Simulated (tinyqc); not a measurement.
Valley-orbit splitting of a donor ground state, with strain. Changing the coupling Delta_1. Computed by tinyqc, a small Python program. Command: `OMP_NUM_THREADS=1 python tinyqc.py 3000583 3000584 out.jsonl valleyorbit sweep`. One thread of a shared host (Intel(R) Xeon(R) Processor @ 2.30GHz), about 0.01 s of CPU time with the checks.

The basis is the 1s envelope in each valley; energies are counted from the unstrained conduction-band edge. The strain is e_s (a a^T - 1/3) for the unit stress axis a, so valley j along n_j moves by Xi_u e_s w_j with w_j = (n_j.a)^2 - 1/3: +2/3 for [111], -2/9 for the others.

Inputs (values chosen for the exercise, modelled on donors in germanium):
```
quantity                             value  unit
single-valley binding energy E_0      10.1   meV
central-cell shift Lambda             0.17   meV
shear deformation potential Xi_u      16.2    eV
shear strain e_s                  -0.00019     -
```

Valleys: four along <111>. Stress axis: [111].

Method:
- By symmetry: E(A1) = E_0 + Lambda + 3 Delta_1 (one state), E(T2) = E_0 + Lambda - Delta_1 (three), as binding energies.
- H_jj = -(E_0 + Lambda) + Xi_u e_s w_j; H_jk = -Delta_1 between any two valleys.
- Diagonalise H; the ground vector has positive components. The density at the nucleus, and so the contact hyperfine coupling, scales as (sum_j c_j)^2/(number of valleys), which is 1 without strain; the envelopes are held fixed.
- The binding energy is counted from the lowest valley edge, min_j Xi_u e_s w_j; the gap is from the ground state to the next level.

One run for each value; columns: (1) coupling Delta_1 (meV); (2) E(A1) (meV); (3) E(T2) (meV); (4) hyperfine ratio A/A_0; (5) binding energy under strain (meV); (6) gap to the first excited state (meV):
```
(1)     (2)    (3)      (4)     (5)     (6)
0.15  10.72  10.12  0.34583  10.297  2.4908
0.22  10.93  10.05  0.39914  10.332  2.4192
0.32  11.23   9.95  0.48144  10.408  2.3711
0.45  11.62   9.82  0.58968  10.556  2.4085
0.65  12.22   9.62  0.73066  10.887  2.6706
0.94  13.09   9.33  0.85522  11.525  3.3669
1.30  14.17   8.97  0.92527  12.455  4.5054
1.90  15.97   8.37  0.96736  14.136  6.6672
```

Describe and explain the trends.

Over the rows, E(A1) (meV) rises from 10.7 to 16.0 (exponent d ln y / d ln x 0.051 between the first rows and 0.32 between the last); E(T2) (meV) falls from 10.1 to 8.37 (exponent d ln y / d ln x -0.018 between the first rows and -0.18 between the last); hyperfine ratio A/A_0 rises from 0.346 to 0.967 (exponent d ln y / d ln x 0.37 between the first rows and 0.12 between the last). A larger valley-orbit coupling resists the strain, so A/A_0 moves back towards 1.

Extremes, crossings and ranges named in words are read from the listed rows.
